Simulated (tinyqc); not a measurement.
Schottky diode by thermionic emission with image-force lowering and series resistance: one step of the calculation.

Metal on an n-type semiconductor with one parabolic valley; V > 0 is forward bias (metal positive). I = I0 [exp(Vj/(n Vt)) - 1] with Vj = V - I Rs; I0 = S A* T^2 exp(-(phi - dphi)/Vt), the lowering dphi taken at zero bias.

Question. Current and small-signal resistance. I = I0 [exp(Vj/(n Vt)) - 1], dV/dI = Rs + n Vt/(I + I0).

Parameters, values chosen for the exercise; band and dielectric values close to those of In0.53Ga0.47As:
- T = 250 K (temperature)
- n = 1.04 (ideality factor)
- Rs = 1.6 ohm (series resistance)

Constants: q = 1.602176634e-19 C, kB = 1.380649e-23 J/K, Vt = kB T/q. Results are converted to the units shown.

I0 = 2.7404753e-5 A
converged Vj = 0.19868753 V

Give: I; drop over Rs; dV/dI.

Answer.

I = 194.57 mA
drop over Rs = 0.31131 V
dV/dI = 1.7151 ohm

Numbers from tinyqc (`OMP_NUM_THREADS=1 python tinyqc.py 2640109 2640110 out.jsonl`; about 0.01 s on one thread of a shared Intel Xeon 2.30GHz).
